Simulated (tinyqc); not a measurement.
LDA (VWN5) atom on a uniform radial grid, spin-unpolarised, for He, step by step. Computed by tinyqc, a small Python program that keeps every step. Settings: Z = 2, points = 256, R = 12.9, functional = lda,vwn, mixing = 0.4, iteration cap = 84. Command: `OMP_NUM_THREADS=1 python tinyqc.py 26732 26733 out.jsonl` (the two numbers bound the seeds that draw the settings). One thread of a shared host (Intel(R) Xeon(R) Processor @ 2.60GHz), about 0.4 s of CPU time with the checks. Later iterations appear only in the table of the cycle.

## Iteration 1

Spherical atom on a uniform radial grid r_j = j h with h = R/(N + 1), h sum u^2 = 1 and integrals as h times sums, u(0) = u(R) = 0 (atomic units):
```
parameter            value
Z                        2
points N               256
R                12.900000
h                 0.050195
mixing            0.400000
electrons in 1s          2
```

Three-point differences turn -u''/2 + [l(l+1)/2r^2 - Z/r + V] u = e u into a tridiagonal matrix (diagonal 1/h^2 + potential, off-diagonal -1/2h^2). D = sum f u^2; the Hartree potential y/r solves y'' = -D/r with y(0) = 0, y(R) = N_e; v_xc comes from rho = D/(4 pi r^2); E = sum f e - int D V + int D (V_H/2 + eps_xc); V(new) = V + mixing (V_H + v_xc - V).

eigenvalues (hartree): 1s -1.9950

Every 16th grid point:
```
r          V in     u(1s)         D     V_H       v_xc
0.8031   0.0000    0.9117    1.6624  2.2284    -0.6473
1.6062   0.0000    0.3668    0.2691  1.2366    -0.2420
2.4093   0.0000    0.1107    0.0245  0.8298    -0.0926
3.2125   0.0000    0.0297    0.0018  0.6226    -0.0354
4.0156   0.0000    0.0075  1.12e-04  0.4981    -0.0133
4.8187   0.0000    0.0018  6.50e-06  0.4151    -0.0048
5.6218   0.0000  4.23e-04  3.58e-07  0.3558    -0.0017
6.4249   0.0000  9.73e-05  1.89e-08  0.3113    -0.0006
7.2280   0.0000  2.20e-05  9.70e-10  0.2767  -2.10e-04
8.0311   0.0000  4.92e-06  4.85e-11  0.2490  -7.26e-05
8.8342   0.0000  1.09e-06         0  0.2264  -2.50e-05
9.6374   0.0000  2.39e-07         0  0.2075     0.0000
10.4405  0.0000  5.21e-08         0  0.1916     0.0000
11.2436  0.0000  1.13e-08         0  0.1779     0.0000
12.0467  0.0000  2.34e-09         0  0.1660     0.0000
12.8498  0.0000  9.14e-11         0  0.1556     0.0000
```

total energy = -2.685079 hartree

## Iteration 2

As before.

eigenvalues (hartree): 1s -1.3215

Every 16th grid point:
```
r          V in     u(1s)         D     V_H       v_xc
0.8031   0.6324    0.9016    1.6256  2.1534    -0.6428
1.6062   0.3978    0.4299    0.3697  1.2291    -0.2664
2.4093   0.2949    0.1596    0.0509  0.8292    -0.1152
3.2125   0.2349    0.0537    0.0058  0.6225    -0.0506
4.0156   0.1939    0.0172    0.0006  0.4981    -0.0221
4.8187   0.1641    0.0053  5.65e-05  0.4151    -0.0096
5.6218   0.1416    0.0016  5.20e-06  0.3558    -0.0041
6.4249   0.1243  4.82e-04  4.64e-07  0.3113    -0.0017
7.2280   0.1106  1.42e-04  4.05e-08  0.2767    -0.0007
8.0311   0.0996  4.17e-05  3.47e-09  0.2490  -2.98e-04
8.8342   0.0905  1.21e-05  2.94e-10  0.2264  -1.24e-04
9.6374   0.0830  3.50e-06  2.45e-11  0.2075  -5.13e-05
10.4405  0.0766  1.01e-06         0  0.1916  -1.00e-05
11.2436  0.0712  2.86e-07         0  0.1779     0.0000
12.0467  0.0664  7.64e-08         0  0.1660     0.0000
12.8498  0.0623  3.40e-09         0  0.1556     0.0000
```

total energy = -2.782393 hartree

## Iteration 3

As before.

eigenvalues (hartree): 1s -0.9669

Every 16th grid point:
```
r          V in     u(1s)         D     V_H       v_xc
0.8031   0.9837    0.8883    1.5783  2.0999    -0.6369
1.6062   0.6238    0.4658    0.4339  1.2218    -0.2797
2.4093   0.4625    0.1951    0.0761  0.8284    -0.1298
3.2125   0.3697    0.0751    0.0113  0.6224    -0.0618
4.0156   0.3067    0.0277    0.0015  0.4980    -0.0296
4.8187   0.2606    0.0100  1.98e-04  0.4151    -0.0141
5.6218   0.2256    0.0035  2.49e-05  0.3558    -0.0067
6.4249   0.1984    0.0012  3.05e-06  0.3113    -0.0032
7.2280   0.1768  4.29e-04  3.69e-07  0.2767    -0.0015
8.0311   0.1592  1.48e-04  4.40e-08  0.2490    -0.0007
8.8342   0.1448  5.10e-05  5.19e-09  0.2264  -3.20e-04
9.6374   0.1328  1.74e-05  6.08e-10  0.2075  -1.49e-04
10.4405  0.1226  5.94e-06  7.05e-11  0.1916  -6.90e-05
11.2436  0.1138  2.00e-06         0  0.1779  -3.19e-05
12.0467  0.1063  6.17e-07         0  0.1660     0.0000
12.8498  0.0996  2.94e-08         0  0.1556     0.0000
```

total energy = -2.814393 hartree

## Convergence

Stop when input and output potentials agree to 1e-7.

Course of the cycle (hartree):
```
iteration          E    e(1s)  largest |V(out) - V(in)|
1          -2.685079  -1.9950                  2.35e+00
2          -2.782393  -1.3215                  1.20e+00
3          -2.814393  -0.9669                  5.95e-01
4          -2.823347  -0.7809                  2.94e-01
5          -2.825567  -0.6831                  1.49e-01
6          -2.826083  -0.6312                  7.90e-02
7          -2.826203  -0.6032                  4.32e-02
8          -2.826232  -0.5878                  2.43e-02
9          -2.826240  -0.5793                  1.39e-02
10         -2.826242  -0.5745                  8.01e-03
11         -2.826243  -0.5718                  4.67e-03
...              ...      ...                       ...
22         -2.826243  -0.5680                  1.44e-05
23         -2.826243  -0.5680                  8.55e-06
24         -2.826243  -0.5680                  5.07e-06
25         -2.826243  -0.5680                  3.01e-06
26         -2.826243  -0.5680                  1.79e-06
27         -2.826243  -0.5680                  1.06e-06
28         -2.826243  -0.5680                  6.29e-07
29         -2.826243  -0.5680                  3.73e-07
30         -2.826243  -0.5680                  2.21e-07
31         -2.826243  -0.5680                  1.31e-07
32         -2.826243  -0.5680                  7.78e-08
```

Converged in 32 iterations. A uniform grid resolves the cusp poorly: for a bare nucleus this grid gives 1s at -1.99499 against -Z^2/2 = -2 hartree. Before convergence this energy mixes input and output and is not variational, so it may rise towards its limit.
